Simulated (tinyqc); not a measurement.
Plane-wave Kohn-Sham cycle with exchange-only LDA in a layered model solid, step by step. One step of it, computed by the program tinyqc.

Task: Iteration 1: Hamiltonian at one k. H(m,m') = (k + G_m)^2/2 delta + V(G_m - G_m'), with V(-G) = V(G).

A solid whose potential varies along x alone (atomic units):
```
parameter                      value
period a                   16.800000
cross-section of the cell  33.000000
electrons per cell                 4
grid points                       16
plane waves -n..n, n               3
k points                           4
V1 in V1 cos(2 pi x/a)     -0.530000
V2 in V2 cos(4 pi x/a)     -0.170000
```

V(G_m), m = 0, 1, 2, ... (hartree): [-0.190284, -0.265000, -0.085000, 0.000000, 0.000000, 0.000000, 0.000000]

k = 0.125000 2 pi / a

Give: H.

Result:

H (hartree), order -3, -2, -1, +0, +1, +2, +3:
```
[[0.3878, -0.2650, -0.0850, 0.0000, 0.0000, 0.0000, 0.0000],
 [-0.2650, 0.0556, -0.2650, -0.0850, 0.0000, 0.0000, 0.0000],
 [-0.0850, -0.2650, -0.1367, -0.2650, -0.0850, 0.0000, 0.0000],
 [0.0000, -0.0850, -0.2650, -0.1892, -0.2650, -0.0850, 0.0000],
 [0.0000, 0.0000, -0.0850, -0.2650, -0.1018, -0.2650, -0.0850],
 [0.0000, 0.0000, 0.0000, -0.0850, -0.2650, 0.1255, -0.2650],
 [0.0000, 0.0000, 0.0000, 0.0000, -0.0850, -0.2650, 0.4927]]
```
